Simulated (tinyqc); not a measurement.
MOS capacitor with interface traps: C-V stretch-out, conductance peak and subthreshold swing: one step, computed by the program tinyqc. Command: `OMP_NUM_THREADS=1 python tinyqc.py 3003005 3003006 out.jsonl mostraps walk`. One thread of a shared host (Intel(R) Xeon(R) Processor @ 2.30GHz), about 0.01 s of CPU time with the checks.

Energies at the interface are counted from the valence band. psi > 0 means bending towards depletion, so the surface potential is +psi. Boltzmann statistics, full ionisation, no quantum confinement. Traps are neutral when filled up to E_n, with a sharp (zero-temperature) occupation.

Task: Charges at the given band bending. With u = psi/k_B T and r = (n_i/N)^2: F = sqrt(exp(-u) + u - 1 + r (exp(u) - u - 1)); Q_s = -sign(u) sqrt(2) eps_s eps_0 (k_B T/e) F/L_D; C_s = (eps_s eps_0/(sqrt(2) L_D)) |1 - exp(-u) + r (exp(u) - 1)|/F; at high frequency, below strong inversion, the terms in r are dropped. D(E) = D_0 + D_1 exp(-(E - E_p)^2/2 w^2). E_F at the interface is E_s = E_F + psi; Q_it = -e int from E_n to E_s of D(E) dE; C_it = e D(E_s) (per volt); V_G = phi_ms + psi - (Q_s + Q_it + e N_f)/C_ox.

Inputs (values chosen for the exercise, modelled on InP, with an insulator like Si3N4):
```
quantity,value,unit
dielectric constant eps_s,12.1,-
doping N,2e+16,cm^-3
work-function difference phi_ms,-0.084,V
fixed charge N_f,-3.8e+11,cm^-2
trap density D_0,1.6e+11,cm^-2 eV^-1
neutrality level E_n,0.51,eV
band bending towards depletion psi,0.72,V
temperature T,400,K
peak density D_1,3.3e+11,cm^-2 eV^-1
peak width w,0.11,eV
peak position E_p,0.399,eV
```

Substrate: p-type. Trap spectrum: flat plus a Gaussian peak.

k_B T = 0.03446933 eV

n_i = 8.191083e+09 cm^-3

Debye length L_D = 33.94793 nm

bulk E_F = 0.2360848 eV

C_ox = 0.2235682 microF/cm^2

Constants: eps_0 = 8.8541878128e-12 F/m; e = 1.602176634e-19 C.

Give: E_s; Q_s; C_s; C_s at high frequency; D(E_s); Q_it; C_it; gate voltage V_G.

Result:

E_s = 0.9561 eV

Q_s = -0.06861 microC/cm^2

C_s = 0.05005 microF/cm^2

C_s at high frequency = 0.05004 microF/cm^2

D(E_s) = 1.600e+11 cm^-2 eV^-1

Q_it = -0.01372 microC/cm^2

C_it = 0.02563 microF/cm^2

gate voltage V_G = 1.277 V

The traps hold negative charge because E_s lies above E_n.
